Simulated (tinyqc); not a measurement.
Comparisons within one model: band folding and unfolding in a supercell of a chain. A value that a table varies takes the place of the one given here.

A chain with hopping -t and n = 4 sites a supercell. H(K) has v_j on the diagonal, -t between neighbours and -t exp(2 pi i K) on the bond that closes the cell (from the last site to the first of the next cell). The point K holds the n wave vectors k_m = (K + m)/n of the primitive zone, in 2 pi/a, m = 0 to n - 1, with E0 = -2t cos(2 pi k_m). The unfolding weight of a state c on k_m is |sum_j c_j exp(-2 pi i k_m j)|^2/n, j = 0 to n - 1.

Inputs chosen for the exercise:
```
symbol  value         unit        meaning
t       1.28          eV          hopping
v       (2, 0, 0, 0)  eV          site energies in the supercell
Kq      0.43          2 pi/(n a)  wave vector in the small zone
```

## Minigaps against first-order theory

Gap i lies between minibands i and i + 1, at K = 1/2 for odd i and K = 0 for even i, where k = +/- i/(2n) are degenerate; first order gives 2|V_i|, the Fourier component V_q = (1/n) sum_j v_j exp(-2 pi i q j/n) for q equal to the number of the gap. Computed for the potential at full and at half strength.

Gaps (eV):
```
i  E0 at the crossing  2|V_i|     gap  gap at half strength
1             -1.8102  1.0000  0.7422                0.4322
2              0.0000  1.0000  0.8696                0.4817
3              1.8102  1.0000  1.2578                0.5678
```

What can be read from the table?

The largest miss of first order is 258 meV, at i = 1 and 3; the potential spans 1.56 t.

## From folded lines to real minibands

The potential is scaled by x. For the lowest level at K: energy, second-order estimate E0(k_0) + x V_0 - x^2 sum_m |V_m|^2/(E0(k_m) - E0(k_0)), weight on k_0, and width of the lowest miniband between K = 0 and 1/2.

Lowest level:
```
x      E (eV)  second order (eV)  weight on k_0  miniband width (eV)
0.00  -1.9979            -1.9979          1.000               0.7498
0.25  -1.9128            -1.9205          0.930               0.6389
0.50  -1.8757            -1.9382          0.834               0.5518
1.00  -1.8467            -2.2592          0.724               0.4275
1.50  -1.8352            -2.9609          0.674               0.3455
2.00  -1.8292            -4.0432          0.646               0.2885
3.00  -1.8230            -7.3498          0.616               0.2156
4.00  -1.8198           -12.1790          0.601               0.1716
```

How do the results move?

Second order is -412.5 meV off at x = 1 and -5527 meV at x = 3. The weight on the parent k falls to 0.72 at x = 1 and 0.60 at x = 4, and the miniband narrows from 0.750 to 0.172 eV as the state gathers on the low sites. While the weight stays near one the primitive band is still the right picture and the folded copies carry little spectral weight.

## What each change does

The two lowest levels at K and the weight of the lowest on k_0. Each row changes one parameter from the base and keeps the others.

Results:
```
case                   level 1 (eV)  level 2 (eV)  weight
base                        -1.8467       -1.0124  0.7241
t = 1.408 eV                -2.0350       -1.1630  0.7379
v = (-2, 0, 0, 0) eV        -3.0877       -1.7714  0.6109
Kq = 0.285 2 pi/(n a)       -2.0323       -0.6709  0.9087
```

How do the results move?

The largest shifts from the base row, up to three for each result and ties (the steps differ in size, so this ranks the rows, not the parameters). level 1 (eV): v -1.2410, t -0.1883, Kq -0.1856. level 2 (eV): v -0.7590, Kq +0.3416, t -0.1506. weight: Kq +0.1845, v -0.1133, t +0.0137.

tinyqc: `OMP_NUM_THREADS=1 python tinyqc.py 1452297 1452298 out.jsonl`; about 0.01 s, one thread, shared Intel(R) Xeon(R) Processor @ 2.30GHz.
